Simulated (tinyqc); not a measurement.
Metal-interlayer-semiconductor contact, depinning against tunnelling resistance: two steps of the calculation.

Zero bias, n-type semiconductor. Gap states at the semiconductor surface thin out as exp(-be ti), which unpins the barrier; electrons must then cross the interlayer (a rectangular barrier, no voltage drop across it) and the parabolic depleted layer, both by WKB. Energies E are counted from the Fermi level; no image force, parabolic bands.

Parameters, values chosen for the exercise; semiconductor values close to those of germanium; interlayer mass of the order of that in silicon nitride, offset chosen freely: temperature T = 300 K; band gap Eg = 0.645 eV; relative permittivity eps_r = 16.1; electron affinity chi = 4.16 eV; conduction-band density of states at T Nc = 1.04e19 cm^-3; tunnelling mass in the semiconductor mt = 0.119 m0; Richardson mass mA = 1.11 m0; donor density Nd = 5e18 cm^-3; charge-neutrality level above the valence band E0 = 0.091 eV; pinning factor without interlayer S0 = 0.05; metal work function phiM = 4.32 eV; interlayer thickness ti = 1.3 nm; conduction-band offset of the interlayer above the semiconductor dE = 2.08 eV; tunnelling mass in the interlayer mi = 0.46 m0; decay constant of gap states through the interlayer be = 1.9 1/nm.

Constants: q = 1.602176634e-19 C, kB = 1.380649e-23 J/K, eps0 = 8.8541878128e-12 F/m, hbar = 1.054571817e-34 J s, h = 6.62607015e-34 J s, m0 = 9.1093837015e-31 kg, Vt = kB T/q, hbar^2/(2 m0) = 0.0380998212 eV nm^2. Results are converted to the units shown.

Problem 1. Pinning, barrier and scales. S = 1/(1 + (1/S0 - 1) exp(-be ti)); phiB = S (phiM - chi) + (1 - S)(Eg - E0); xi = Ec - EF deep inside, from Nd = Nc F(-xi/Vt), F(x) = (2/sqrt(pi)) int_0^infinity sqrt(u) du/(1 + exp(u - x)); band bending U = phiB - xi; E00 = (hbar/2) sqrt(Nd/(eps0 eps_r mt m0)) in volts; A = 4 pi q mA m0 kB^2/h^3.

Give: S; phiB; xi; U; E00; A.

Solution 1.

S = 0.38357
phiB = 0.40287 eV
xi = 0.014568 eV
U = 0.38831 eV
E00 = 0.029993 eV
A = 133.39 A/(cm^2 K^2)

Problem 2. Exponents and integrand on an energy grid. With U = phiB - xi: for xi < E < phiB, y = (E - xi)/U and G1 = (U/E00) [sqrt(1 - y) - y ln((1 + sqrt(1 - y))/sqrt(y))], G1 = 0 above phiB; G2 = 2 ti sqrt(mi max(phiB + dE - E, 0)/C), C = hbar^2/(2 m0); f = 1/(1 + exp(E/Vt)); integrand exp(-G1 - G2) f.

E, point 0 to 12 (eV): 0.02  0.0525  0.085  0.1175  0.15  0.1825  0.215  0.2475  0.28  0.3125  0.345  0.3775  0.41
phiB = 0.40287494 eV
xi = 0.014568073 eV
E00 = 0.029993413 eV

Give: G1; G2; f; integrand.

Solution 2.

```
point	G1	G2	f	integrand (1e-11)
0	12.34	14.18	0.3157	0.096
1	9.98	14.08	0.1160	0.410
2	8.20	13.99	0.03599	0.834
3	6.70	13.89	0.01051	1.200
4	5.40	13.80	0.003012	1.386
5	4.26	13.70	8.585e-4	1.355
6	3.27	13.61	2.444e-4	1.150
7	2.40	13.51	6.953e-5	0.860
8	1.65	13.41	1.978e-5	0.571
9	1.02	13.31	5.626e-6	0.337
10	0.51	13.21	1.600e-6	0.176
11	0.15	13.11	4.553e-7	0.080
12	0.00	13.01	1.295e-7	0.029
```

Range of the model: The depletion charge would drop about 0.18 V across such an interlayer (eps_r near 7.5) at ti = 1.3 nm and Nd = 5e18 cm^-3, against a band bending of 0.39 V; this model leaves that drop out.

Computed by the program tinyqc: `OMP_NUM_THREADS=1 python tinyqc.py 2270083 2270084 out.jsonl`, one thread of a shared Intel Xeon 2.30GHz, about 0.02 s for the whole run.
